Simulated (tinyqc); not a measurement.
# Capacitances against the line height

Endless row of lines of width wl, height tl and space sl between grounded planes at distance hd; e2 fills the gaps beside the lines, e1 the rest. Laplace's equation is solved on meshes of 3, 6 and 12 steps per unit u and extrapolated (Aitken), which is good to about 0.2 %. C_even (all lines at 1 V) is the capacitance Cg to the planes; C_odd (neighbours in antiphase) = Cg + 4 Cc if only nearest neighbours couple, which defines Cc; total with quiet neighbours Cg + 2 Cc. Plate values 2 eps0 e1 wl/hd and eps0 e2 tl/sl.

Inputs (values chosen for the exercise):
- e1 = 2.4 (relative permittivity above and below the lines)
- e2 = 7 (relative permittivity between the lines)
- wl = 6 u (line width, in units u)
- sl = 6 u (space between lines)
- hd = 6 u (distance to each plane)

Constants: eps0 = 8.8541878128e-12 F/m. Results are converted to the units shown.

The same in every row: plate Cg (aF/um) = 42.5.

Capacitances against the line height:

| tl (u) | Cg (aF/um) | Cc (aF/um) | Cg + 2 Cc (aF/um) | C_odd (aF/um) | plate Cc (aF/um) | share of coupling, 2 Cc/(Cg + 2 Cc) (%) |
|---|---|---|---|---|---|---|
| 2 | 79.8 | 25.3 | 130 | 181 | 20.7 | 38.8 |
| 4 | 81.3 | 45.6 | 173 | 264 | 41.3 | 52.9 |
| 6 | 81.7 | 66.2 | 214 | 346 | 62.0 | 61.8 |
| 8 | 81.8 | 86.8 | 255 | 429 | 82.6 | 68.0 |
| 12 | 81.9 | 128 | 338 | 594 | 124 | 75.8 |
| 16 | 81.9 | 169 | 421 | 760 | 165 | 80.5 |

As tl goes from 2 to 16, Cg rises from 79.8 to 81.9 aF/um, Cc rises from 25.3 to 169 aF/um and the share of coupling rises from 38.8 to 80.5 %. Cg is 1.88 times its plate value in the first row and 1.93 times in the last; for Cc the ratios are 1.22 and 1.03. Neighbours in antiphase raise the load by a factor of 1.39 and 1.81 over quiet ones.

Computed by the program tinyqc: `OMP_NUM_THREADS=1 python tinyqc.py 2790111 2790112 out.jsonl`, one thread of a shared Intel Xeon 2.30GHz, about 1 s for the whole run.
